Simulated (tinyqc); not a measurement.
Ferroelectric with a first-order transition, Landau-Devonshire energy: course of the iteration: polarisation on the upper branch by Newton steps.

One domain with free energy u = al P^2 + be P^4 + ga P^6 - E P, al = a0 (T - T0), be < 0 < ga (P in uC/cm^2, E in kV/cm, u in mJ/cm^3). Equilibrium: E = 2 al P + 4 be P^3 + 6 ga P^5; a state is stable against small changes where dE/dP > 0. The coercive field is that of uniform switching, which real films, switching by domains, do not reach.

f = 2 al P + 4 be P^3 + 6 ga P^5 - Ea, f' = 2 al + 12 be P^2 + 30 ga P^4, P(new) = P - f/f'.

Stop when P changes by less than 1e-10 uC/cm^2, or after 40 iterations. The rule counts as met only at the stable state of positive P.

Parameters, values chosen for the exercise:
- be = -0.00013 kV cm^5/uC^3 (quartic coefficient)
- ga = 7.8e-8 kV cm^9/uC^5 (sixth-order coefficient)
- Ea = -13 kV/cm (applied field)

Constants: eps0 = 8.8541878128e-14 F/cm where lengths are in cm. Results are converted to the units shown.

P at the start = 49.1 uC/cm^2
al = -0.22 kV cm/uC

Course of the iteration:
```
iteration,P (uC/cm^2),|change| (uC/cm^2)
1,42.3552,6.74
2,38.0110,4.34
3,35.7961,2.21
4,35.1516,0.645
5,35.0980,0.0535
6,35.0977,3.57e-4
7,35.0977,1.58e-8
8,35.0977,0
```

Did this iteration meet its convergence test, and what does its course show?

Yes. Converged in 8 iterations. At the end the number of correct digits about doubles with each step. There chi = 9500, and the state is metastable, since the field opposes P.

Program tinyqc, `OMP_NUM_THREADS=1 python tinyqc.py 2860042 2860043 out.jsonl`; Intel Xeon 2.30GHz, shared host, one thread, about 0.01 s.
